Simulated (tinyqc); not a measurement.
What the anneal budget does: two-dimensional dopant profile at a mask edge: lateral junction, overlap and effective channel length. Computed by tinyqc, a small Python program. Command: `OMP_NUM_THREADS=1 python tinyqc.py 3025529 3025530 out.jsonl lateral walk`. One thread of a shared host (Intel(R) Xeon(R) Processor @ 2.30GHz), about 0.01 s of CPU time with the checks.

Ions enter for y < 0; the mask (spacer, then gate) covers y > 0. x is the depth. The surface reflects dopant during the anneal.

Inputs (values chosen for the exercise, modelled on a source-drain extension in silicon): dose Q = 6.4e+14 1/cm^2; projected range R_p = 39 nm; vertical straggle = 18 nm; lateral straggle = 15 nm; anneal budget D t = 4.7e-12 cm^2; channel doping C_B = 1.2e+18 1/cm^3; gate length L_g = 230 nm; offset spacer = 13 nm.

Method:
- Widths s_x^2 = (vertical straggle)^2 + 2 D t, s_y^2 = (lateral straggle)^2 + 2 D t. C(x, y) = V(x) (1/2) erfc(y/(sqrt2 s_y)), V(x) = Q/(sqrt(2 pi) s_x) [exp(-(x - R_p)^2/(2 s_x^2)) + exp(-(x + R_p)^2/(2 s_x^2))]; 1 nm = 1e-7 cm.
- The lateral junction at depth x solves C = C_B: y_j(x) = sqrt2 s_y erfc^-1(2 C_B/V(x)). Overlap under the gate = y_j(0) - spacer; metallurgical channel L_met = L_g - 2 overlap (tails from the two sides are not added).
- x_j solves V(x) = C_B. Budgets are multiples of the given D t (at 0 the mirror term is kept, which overstates V(0) as implanted); those with V(0) not above 2.5 C_B are left out.

Junctions (nm):
```
multiple     s_x     s_y     x_j  y_j(0)  y_j/x_j    L_met
0.0        18.00   15.00   94.61   25.55  0.27009   204.89
0.1        20.45   17.86  101.32   33.69  0.33251   188.62
0.3        24.62   22.52  112.52   46.11  0.40979   163.78
1.0        35.55   34.13  140.71   73.85  0.52483   108.31
2.0        46.95   45.88  168.70   98.87  0.58610    58.25
4.0        63.91   63.13  208.65  132.24  0.63379    -8.48
8.0        88.57   88.01  264.75  175.72  0.66371   -95.43
16.0      123.95  123.55  342.85  231.28  0.67460  -206.57
```

What does the comparison show, and why?

The ratio y_j/x_j goes from 0.27 to 0.67: as implanted, x_j includes R_p and y_j only the lateral straggle; after long diffusion both scale roughly with sqrt(D t) as long as V(0) stays far above C_B, and the ratio stays below 1 because the edge starts from half the concentration and an erfc falls faster than the Gaussian. L_met is negative in the rows beyond a multiple of 2: source and drain merge.
